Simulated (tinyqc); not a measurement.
# Ionisation constants from two fields

Inverse problem. alpha_n = an exp(-bn/E). Find bn and an.

alpha_n at 1840 and 3210 kV/cm (1/cm): [0.79177849, 2848.1481]

Answer. ln alpha is a straight line in 1/E with slope -bn and intercept ln an.

bn = 3.53e7 V/cm
an = 1.70e8 1/cm

Program tinyqc, `OMP_NUM_THREADS=1 python tinyqc.py 2120126 2120127 out.jsonl`; Intel Xeon 2.30GHz, shared host, one thread, about 0.1 s.
